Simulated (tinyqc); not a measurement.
Free and trapped electrons in a MOS channel with a dense trap tail: one step of the calculation.

p-type body, charge-sheet picture, full ionisation (an idealisation for deep acceptors), Boltzmann statistics for free electrons. e = Ec - EF at the surface. Acceptor-like traps of density D(E) = D0 + De exp(-E/Ew) at depth E below Ec, from 0 to Eu, hold n_t = integral of D(E)/(1 + exp((e - E)/Vt)). psi = Eg - Vt ln(Nv/Na) - e; N_dep = sqrt(2 eps0 eps_r Na (psi - Vt)/q); n_f = sqrt(N_dep^2 + 2 eps0 eps_r Vt Nc exp(-e/Vt)/q) - N_dep; Vg = Vfb + psi + q (N_dep + n_t + n_f)/Cox, Cox = eps0 eox/tox.

Task. Trapped charge. Trapezoid rule on 13 equal steps from 0 to Eu, f = 1/(1 + exp((e - E)/Vt)).

Parameters, values chosen for the exercise; band and dielectric values close to those of 4H silicon carbide: temperature T = 475 K; constant background density of acceptor-like traps D0 = 9e10 cm^-2 eV^-1; density of the tail at the conduction edge De = 2.4e13 cm^-2 eV^-1; decay energy of the tail Ew = 0.06 eV; depth below Ec down to which the traps reach Eu = 0.76 eV; Ec - EF at the surface e = 0.203 eV.

Constants: q = 1.602176634e-19 C, kB = 1.380649e-23 J/K, Vt = kB T/q. Results are converted to the units shown.

Find: E; D(E) f; n_t.

Result.

```
point,E (eV),D(E) f (cm^-2 eV^-1)
0,0,1.6786e11
1,0.058462,2.6017e11
2,0.11692,3.8183e11
3,0.17538,4.6583e11
4,0.23385,3.9237e11
5,0.29231,2.4607e11
6,0.35077,1.5519e11
7,0.40923,1.1544e11
8,0.46769,9.9729e10
9,0.52615,9.3696e10
10,0.58462,9.1400e10
11,0.64308,9.0530e10
12,0.70154,9.0200e10
13,0.76000,9.0076e10
```

n_t = 1.5267e11 cm^-2

Program tinyqc, `OMP_NUM_THREADS=1 python tinyqc.py 2222073 2222074 out.jsonl`; Intel Xeon 2.30GHz, shared host, one thread, about 0.02 s.
